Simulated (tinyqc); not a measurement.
Changing the normal-process factor f_N: Debye-Callaway model of lattice thermal conductivity. Computed by tinyqc, a small Python program. Command: `OMP_NUM_THREADS=1 python tinyqc.py 3030208 3030209 out.jsonl callaway sweep`. One thread of a shared host (Intel(R) Xeon(R) Processor @ 2.30GHz), about 0.03 s of CPU time with the checks.

Three acoustic branches with one velocity v, cut at omega_D = k_B Theta/hbar; x = hbar omega/(k_B T). v and Theta are separate inputs: Theta cuts off the heat-carrying modes, so C need not reach 3 k_B/V. gamma is an effective value that sets the umklapp rate.

Inputs (values chosen for the exercise, for a model crystal): sound velocity v = 2750 m/s; Debye temperature Theta = 303 K; volume per atom V = 8.65 angstrom^3; mean atomic mass M = 155 u; effective Grueneisen parameter gamma = 1.36; umklapp exponent divisor b = 3; alloy fraction f = 0.26; mass difference Delta M = 31.3 u; Casimir length L = 3600 micrometre; temperature T = 600 K.

Sample: crystal. Point defects: alloy. Normal processes: included.

Constants: k_B = 1.380649e-23 J/K; hbar = 1.054571817e-34 J s; u = 1.6605390666e-27 kg.

Method:
- For a random alloy on all sites Gamma = f (1 - f) (Delta M/M)^2, with M the mean mass; strain-field scattering is left out. A = V Gamma/(4 pi v^3).
- Rates: point defects A omega^4; umklapp B omega^2 T exp(-Theta/(b T)) with B = hbar gamma^2/(M v^2 Theta); normal processes f_N B omega^2 T (T/Theta)^2. Boundaries: v/L.
- kappa_1 = c int tau_C g dx, g = x^4 e^x/(e^x - 1)^2, c = (k_B/(2 pi^2 v)) (k_B T/hbar)^3, over 0 < x < min(Theta/T, 40), by 96 Gauss-Legendre points in s with x = x_max s^2; 1/tau_C = 1/tau_R + 1/tau_N; kappa_2 = c [int (tau_C/tau_N) g dx]^2 / int (tau_C/(tau_N tau_R)) g dx; kappa = kappa_1 + kappa_2.
- Heat capacity C = 3 c int g dx / v^2; grey free path 3 kappa/(C v); the median free path v tau_C halves kappa_1 when the quadrature points are ordered by free path (each counted at half its weight, interpolated in the logarithm); likewise at 10 % and 90 %.

One run for each value:
```
normal-process factor f_N  kappa (W/(m K))  kappa_1 (W/(m K))  kappa_2 (W/(m K))
0.03                                 35.59          3.476e+01               0.83
0.09                                 31.68          2.951e+01               2.17
0.9                                  18.27          1.011e+01               8.16
3                                    14.33          3.804e+00              10.53
9                                    12.88          1.371e+00              11.51
30                                   12.33          4.236e-01              11.90
90                                   12.16          1.424e-01              12.02
300                                  12.11          4.286e-02              12.06
```

Give the missing row, normal-process factor f_N = 0.3.

Computed row:
```
normal-process factor f_N  kappa (W/(m K))  kappa_1 (W/(m K))  kappa_2 (W/(m K))
0.3                                  24.56          1.953e+01               5.03
```

Interpolating between the two neighbouring rows (the first column on a logarithmic scale, the others too where they are positive) misses most in kappa_1 (W/(m K)), by 14 %. Over the rows, kappa (W/(m K)) falls from 35.6 to 12.1 (exponent d ln y / d ln x -0.11 between the first rows and -0.0040 between the last); kappa_1 (W/(m K)) falls from 34.8 to 0.0429 (exponent d ln y / d ln x -0.15 between the first rows and -1.00 between the last); kappa_2 (W/(m K)) rises from 0.833 to 12.1 (exponent d ln y / d ln x 0.87 between the first rows and 0.0029 between the last). Normal processes conserve momentum: kappa_1 falls as they are added to the rate, and kappa_2 restores part of it (100 % of kappa in the last row). They lower kappa only by handing momentum to modes that scatter resistively.
